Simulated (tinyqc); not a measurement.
# Changing the total dopant density N

Model: dopants and charged point defects at anneal temperature: Fermi-level effect, clustering and pairing. Computed by tinyqc, a small Python program. Command: `OMP_NUM_THREADS=1 python tinyqc.py 3029946 3029947 out.jsonl pairing sweep`. One thread of a shared host (Intel(R) Xeon(R) Processor @ 2.30GHz), about 0.03 s of CPU time with the checks.

Boltzmann statistics and full ionisation of active dopants. Energies are counted from the valence band; the defect (a vacancy or self-interstitial) has five charge states, with all degeneracy factors one.

Inputs (values chosen for the exercise, for a model semiconductor): gap at 0 K E_g0 = 1.1 eV; Varshni alpha = 0.000531 eV/K; Varshni beta = 466 K; electron mass m_e = 0.293 m_0; valleys M_c = 6; hole mass m_h = 0.987 m_0; anneal temperature T = 850 K; formation enthalpy of the neutral defect H_f = 2.64 eV; formation entropy S_f = 2.9 k_B; site density N_s = 3e+22 cm^-3; intrinsic dopant diffusivity D_i = 1.2e-15 cm^2/s; anneal time t = 3 s; dopant atoms per cluster k = 3; cluster binding energy E_b = 1.5 eV.

Dopant: donor. Second part: clustering of the dopant.

defect levels as fractions of E_g(T): (2+/+), (+/0), (0/-), (-/2-): [0.064, 0.34, 0.45, 0.63]

Constants: m_0 = 9.1093837015e-31 kg; k_B = 1.380649e-23 J/K; h = 6.62607015e-34 J s; k_B = 8.617333262e-05 eV/K.

Method:
- E_g = E_g0 - alpha T^2/(T + beta).
- N_c = 2 M_c (2 pi m_e k_B T/h^2)^(3/2) and N_v = 2 (2 pi m_h k_B T/h^2)^(3/2), masses in units of m_0.
- n_i = sqrt(N_c N_v) exp(-E_g/2 k_B T); E_i = E_g/2 + (k_B T/2) ln(N_v/N_c).
- n = A/2 + sqrt(A^2/4 + n_i^2) for an active density A.
- k ionised dopants and k carriers form one neutral cluster: C = N_s (A/N_s)^k (n/N_b)^k exp(E_b/k_B T), N_b the effective density of states of the majority band, and N = A + k C (60 bisections in ln A between ln N - 90 and ln N).
- chi = n/n_i (for acceptors n_i/p); E_F = E_i + k_B T ln chi; field enhancement h = 1 + A/sqrt(A^2 + 4 n_i^2).
- C_0 = N_s exp(S_f/k_B) exp(-H_f/k_B T). Ratios to the neutral state at E_F = E_i: r_+ = exp((E(+/0) - E_i)/k_B T), r_2+ = r_+ exp((E(2+/+) - E_i)/k_B T), r_- = exp((E_i - E(0/-))/k_B T), r_2- = r_- exp((E_i - E(-/2-))/k_B T); at other E_F state q scales as chi^(-q). The enhancement is sum r_q chi^(-q)/sum r_q. The charge on the defects is left out of neutrality.
- If every charge state of the defect carries the dopant equally well, D = D_i x enhancement x h x (active share A/N, a rough stand-in that overstates the dA/dN which immobile clusters call for), D_i being an input held fixed when T or H_f is moved; diffusion length 2 sqrt(D t).

One run for each value:
```
total dopant density N (cm^-3)  active density A (cm^-3)  enhancement over intrinsic   D/D_i  E_F (eV)  mean charge (e)
1.00e+17                                      1.0000e+17                  1.0849e+00    1.20   0.41322          -0.7867
3.00e+17                                      3.0000e+17                  1.2956e+00    1.69   0.42864          -0.8984
9.00e+17                                      9.0000e+17                  2.2688e+00    3.85   0.46836          -1.1625
3.00e+18                                      2.9986e+18                  9.3363e+00   18.25   0.54376          -1.5617
8.00e+18                                      7.6437e+18                  4.3719e+01   83.24   0.61088          -1.7875
2.00e+19                                      1.2668e+19                  1.0962e+02  138.69   0.64771          -1.8635
7.00e+19                                      1.7588e+19                  2.0304e+02  101.96   0.67170          -1.8989
2.00e+20                                      2.1575e+19                  2.9968e+02   64.63   0.68665          -1.9165
7.00e+20                                      2.6920e+19                  4.5873e+02   35.27   0.70285          -1.9322
2.00e+21                                      3.2192e+19                  6.4861e+02   20.88   0.71594          -1.9429
```

Describe and explain the trends.

Over the rows, active density A (cm^-3) rises from 1.00e17 to 3.22e19 (exponent d ln y / d ln x 1.00 between the first rows and 0.17 between the last); enhancement over intrinsic rises from 1.08 to 649 (exponent d ln y / d ln x 0.16 between the first rows and 0.33 between the last); D/D_i goes from 1.20 through a maximum among these rows, 139 at 2.00e19, to 20.9. At the low end the exponent of active density A is 1.00, close to 1: no clustering. Once clusters hold most of the dopant and A exceeds n_i, the exponent of A tends to 1/(2k) = 0.167; between the last rows it is 0.170.

Extremes, crossings and ranges named in words are read from the listed rows.
